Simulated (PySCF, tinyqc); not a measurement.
FCI on RHF in the sto-6g basis, for H4, spin multiplicity 1, step by step. The lowest restricted solution is unstable here: a spin-polarised one lies 0.0100 hartree lower (PySCF). One step of it, computed by the program tinyqc.

Problem. Orthogonalisation. S = U s U^T; symmetric (Loewdin) form X = U s^(-1/2) U^T, so that X^T S X = 1.

overlap S:
```
          1H 1s     2H 1s     3H 1s     4H 1s
1H 1s  1.000000  0.586779  0.478130  0.321931
2H 1s  0.586779  1.000000  0.321931  0.478130
3H 1s  0.478130  0.321931  1.000000  0.586779
4H 1s  0.321931  0.478130  0.586779  1.000000
```

Give: eigenvalues of S; X.

Solution.

eigenvalues of S: 0.2570  0.5694  0.7867  2.3868

X:
```
         1H 1s    2H 1s    3H 1s    4H 1s
1H 1s   1.2681  -0.3807  -0.2819   0.0418
2H 1s  -0.3807   1.2681   0.0418  -0.2819
3H 1s  -0.2819   0.0418   1.2681  -0.3807
4H 1s   0.0418  -0.2819  -0.3807   1.2681
```
